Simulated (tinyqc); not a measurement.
# Two-junction solar cell, detailed-balance limit: several studies

The top cell takes all photons above E1, the bottom cell those between E2 and E1. Each cell follows J = Jsc - J0 (exp(V/Vt) - 1) with J0 = q ge Phi(gap, T)/ERE; light emitted by one cell and absorbed by the other is left out. In series both carry one current; wired apart (four terminals) each works at its own maximum power point. Efficiencies are counted against Pin = fs X sigma Ts^4.

Values chosen for this exercise:
- T = 298 K (cell temperature)
- Ts = 4500 K (temperature of the black-body sun)
- fs = 2.16e-5 (share of the hemisphere filled by the sun)
- X = 500 (concentration)
- ERE = 1 (external radiative efficiency)
- ge = 1 (number of faces that emit)
- E2 = 0.79 eV (gap of the bottom cell)
- E1 = 1.2 eV (gap of the top cell)

Constants: q = 1.602176634e-19 C, kB = 1.380649e-23 J/K, h = 6.62607015e-34 J s, c = 299792458 m/s, Vt = kB T/q. Results are converted to the units shown.

Each table varies one quantity; the others keep the values above.

## Effect of the external radiative efficiency

Photon flux above E from a black body at temperature T into a hemisphere: Phi(E, T) = A sum_k exp(-k E/th)[E^2 th/k + 2 E th^2/k^2 + 2 th^3/k^3], k = 1, 2, ..., with th = kB T/q in eV and A = 2 pi q^3/(h^3 c^2). J1 = q fs X Phi(E1, Ts), J2 = q fs X [Phi(E2, Ts) - Phi(E1, Ts)], J01 and J02 as above; sigma = 2 pi^5 kB^4/(15 h^3 c^2). In series V(J) = Vt [ln((J1 - J)/J01 + 1) + ln((J2 - J)/J02 + 1)], and J V(J) is largest where V = J Vt [1/(J1 - J + J01) + 1/(J2 - J + J02)]. Apart, each cell has (1 + v) exp(v) = 1 + Jsc/J0 at its maximum power point, v = Vmp/Vt.

The same in every row: J1 (mA/cm^2) = 8163; J2 (mA/cm^2) = 5745.

Effect of the external radiative efficiency:

| ERE | series efficiency (%) | four-terminal efficiency (%) |
|---|---|---|
| 1e-5 | 23.74 | 29.15 |
| 0.0001 | 26.39 | 32.27 |
| 0.001 | 29.03 | 35.41 |
| 0.01 | 31.69 | 38.55 |
| 0.1 | 34.34 | 41.71 |
| 1 | 37.00 | 44.88 |

As ERE goes from 1e-5 to 1, the series efficiency rises from 23.7 to 37.0 %, and the four-terminal one rises from 29.2 to 44.9 %. Among the rows the two lie closest, 5.4 points apart, at ERE = 1e-5, where J1/J2 = 1.42; the spread over the rows is 13.3 points in series and 15.7 apart. At ERE = 1 the open-circuit voltage of the bottom cell lies within 6 Vt of its gap, where the Boltzmann form begins to fail. For ERE = 0.1 to 1 the top cell has surplus current and is radiative, so luminescent coupling, left out here, would help the series cell.

## Effect of the gap of the top cell

Same model as above.

Result of one run:

| E1 (eV) | J1 (mA/cm^2) | J2 (mA/cm^2) | series efficiency (%) | four-terminal efficiency (%) |
|---|---|---|---|---|
| 0.91 | 1.205e4 | 1863 | 10.04 | 38.24 |

What becomes of these results when the gap of the top cell E1 is changed from 0.91 to 1.25 eV, all else the same?

Result of the changed run:

| E1 (eV) | J1 (mA/cm^2) | J2 (mA/cm^2) | series efficiency (%) | four-terminal efficiency (%) |
|---|---|---|---|---|
| 1.25 | 7594 | 6314 | 41.54 | 45.42 |

The whole series:

| E1 (eV) | J1 (mA/cm^2) | J2 (mA/cm^2) | series efficiency (%) | four-terminal efficiency (%) |
|---|---|---|---|---|
| 0.91 | 1.205e4 | 1863 | 10.04 | 38.24 |
| 1.02 | 1.046e4 | 3448 | 20.07 | 41.53 |
| 1.14 | 8886 | 5022 | 31.38 | 44.02 |
| 1.25 | 7594 | 6314 | 41.54 | 45.42 |
| 1.36 | 6447 | 7461 | 44.96 | 46.14 |
| 1.47 | 5441 | 8468 | 40.68 | 46.30 |
| 1.58 | 4566 | 9342 | 36.17 | 46.05 |
| 1.7 | 3750 | 1.016e4 | 31.45 | 45.43 |
| 1.81 | 3115 | 1.079e4 | 27.44 | 44.66 |

As E1 goes from 0.91 to 1.81 eV, the series efficiency goes from 10.0 through a maximum of 45.0 (at E1 = 1.36 eV among the rows listed) to 27.4 %, and the four-terminal one goes from 38.2 through a maximum of 46.3 (at E1 = 1.47 eV among the rows listed) to 44.7 %. Among the rows the two lie closest, 1.2 points apart, at E1 = 1.36 eV, where J1/J2 = 0.864; the spread over the rows is 34.9 points in series and 8.06 apart. Current matching makes the series cell the more sensitive one. In every row the open-circuit voltage of the bottom cell lies within 6 Vt of its gap, where the Boltzmann form begins to fail. For E1 = 0.91 to 1.25 eV the top cell has surplus current and is radiative, so luminescent coupling, left out here, would help the series cell.

## Effect of the concentration

Same model as above.

Result of one run:

| X | J1 (mA/cm^2) | J2 (mA/cm^2) | series efficiency (%) | four-terminal efficiency (%) |
|---|---|---|---|---|
| 30 | 489.8 | 344.7 | 33.75 | 41.01 |

What becomes of these results when the concentration X is changed from 30 to 100, all else the same?

Result of the changed run:

| X | J1 (mA/cm^2) | J2 (mA/cm^2) | series efficiency (%) | four-terminal efficiency (%) |
|---|---|---|---|---|
| 100 | 1633 | 1149 | 35.14 | 42.66 |

The whole series:

| X | J1 (mA/cm^2) | J2 (mA/cm^2) | series efficiency (%) | four-terminal efficiency (%) |
|---|---|---|---|---|
| 1 | 16.33 | 11.49 | 29.83 | 36.35 |
| 3 | 48.98 | 34.47 | 31.10 | 37.85 |
| 10 | 163.3 | 114.9 | 32.49 | 39.50 |
| 30 | 489.8 | 344.7 | 33.75 | 41.01 |
| 100 | 1633 | 1149 | 35.14 | 42.66 |
| 300 | 4898 | 3447 | 36.41 | 44.18 |
| 1000 | 1.633e4 | 1.149e4 | 37.81 | 45.84 |

As X goes from 1 to 1000, the series efficiency rises from 29.8 to 37.8 %, and the four-terminal one rises from 36.4 to 45.8 %. Among the rows the two lie closest, 6.5 points apart, at X = 1, where J1/J2 = 1.42; the spread over the rows is 7.97 points in series and 9.48 apart. For X = 100 to 1000 the open-circuit voltage of the bottom cell lies within 6 Vt of its gap, where the Boltzmann form begins to fail. In every row the top cell has surplus current and is radiative, so luminescent coupling, left out here, would help the series cell.

Computed by the program tinyqc: `OMP_NUM_THREADS=1 python tinyqc.py 2820112 2820113 out.jsonl`, one thread of a shared Intel Xeon 2.30GHz, about 0.01 s for the whole run.
